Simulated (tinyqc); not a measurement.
Undoped gate-all-around wire MOSFET, analytic charge model: effect of the wire radius.

An undoped round wire of radius R under an insulator shell and a surrounding gate; long channel, electrons only, n = ni exp((psi - V)/Vt) with V the quasi-Fermi potential (0 at the source, Vd at the drain), constant mobility, no quantisation. The radial Poisson equation gives n(r) = n(0)/(1 - (1 - b) r^2/R^2)^2 with b = Q0/(Q + Q0). Q is the electron charge per area of the wire surface.

ni = sqrt(Nc Nv) exp(-Eg/(2 Vt)), Eg in volts; Cox = eps0 eox/(R ln(1 + tox/R)); Q0 = 4 eps0 eps_r Vt/R; V0 = dphi + Vt ln[8 eps0 eps_r Vt/(q ni R^2)]. Q solves Vg - V0 - V = Q/Cox + Vt ln(Q/Q0) + Vt ln(1 + Q/Q0). I = mu (2 pi R/L)[2 Vt (Qs - Qd) + (Qs^2 - Qd^2)/(2 Cox) + Vt Q0 ln((Qd + Q0)/(Qs + Q0))], with Qs at V = 0 and Qd at V = Vd.  I(low) is taken at Vg = -0.08 V, Qs and I(high) at Vg = 0.67 V.

Values chosen for this exercise; material values those of a made-up semiconductor: temperature T = 293 K; band gap Eg = 0.583 eV; relative permittivity of the semiconductor eps_r = 17.2; conduction-band density of states at T Nc = 1.62e17 cm^-3; valence-band density of states at T Nv = 9.42e18 cm^-3; relative permittivity of the gate insulator eox = 7.33; insulator thickness tox = 1.4 nm; gate work function less that of the intrinsic body dphi = -0.13 V; channel mobility mu = 750 cm^2/(V s); gate length L = 0.1 um; drain voltage Vd = 1 V.

Constants: q = 1.602176634e-19 C, kB = 1.380649e-23 J/K, Vt = kB T/q, eps0 = 8.8541878128e-14 F/cm where lengths are in cm. Results are converted to the units shown.

Effect of the wire radius:

| R (nm) | V0 (V) | I(low) (nA) | Qs(high) (nC/cm^2) | I(high) (uA) |
|---|---|---|---|---|
| 3.3 | 0.2286 | 0.008995 | 2014 | 69.49 |
| 4.7 | 0.2108 | 0.01825 | 1936 | 96.48 |
| 6.5 | 0.1944 | 0.03490 | 1883 | 131.2 |
| 9.1 | 0.1774 | 0.06840 | 1843 | 181.5 |
| 13 | 0.1594 | 0.1396 | 1812 | 257.0 |
| 18 | 0.1430 | 0.2676 | 1792 | 353.9 |
| 25 | 0.1264 | 0.5162 | 1777 | 489.8 |

As R goes from 3.3 to 25 nm, I(low) rises from 0.00900 to 0.516 nA and I(high) rises from 69.5 to 490 uA. On average I(low) goes as R^(2.00) and I(high) goes as R^(0.96). Below threshold the charge is proportional to the cross-section of the body; above it the insulator sets the charge. In every row the surface density at the source at the higher gate voltage passes 0.3 Nc, where Boltzmann statistics fail. In every row mu V/L at the higher gate voltage, with V the smaller of Vd and Vg - V0, passes 3e6 cm/s, so velocity saturation would lower the current. At R = 25 nm L is under three scale lengths of this cross-section, so short-channel effects, left out here, would raise the subthreshold current. For R = 3.3 to 4.7 nm the body is thin enough for quantum confinement, left out here, to raise the threshold.

tinyqc, about 0.02 s, one thread, Intel Xeon 2.30GHz (shared host): `OMP_NUM_THREADS=1 python tinyqc.py 2460038 2460039 out.jsonl`
